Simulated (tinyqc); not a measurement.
Rayleigh-quotient iteration on a symmetric matrix, step by step. One step of it, computed by the program tinyqc.

Question. Step 1. solve (A - shift) w = v; v' = w/|w| with its largest component positive (the first on a tie); lambda = v'^T A v'; the next shift is lambda.

A:
$$\begin{pmatrix}
0.119000 & -1.172000 & -0.030000 & 0.403000 \\
-1.172000 & 0.600000 & -0.186000 & -0.494000 \\
-0.030000 & -0.186000 & 3.866000 & 0.177000 \\
0.403000 & -0.494000 & 0.177000 & 5.647000
\end{pmatrix}$$

vector v at the start: [0.500000, 0.500000, 0.500000, 0.500000]

shift = 1.440000

Give: vector after step 1; Rayleigh quotient after step 1.

Answer.

vector after step 1: [-0.647, 0.743, 0.056, 0.158]

Rayleigh quotient after step 1 = 1.454
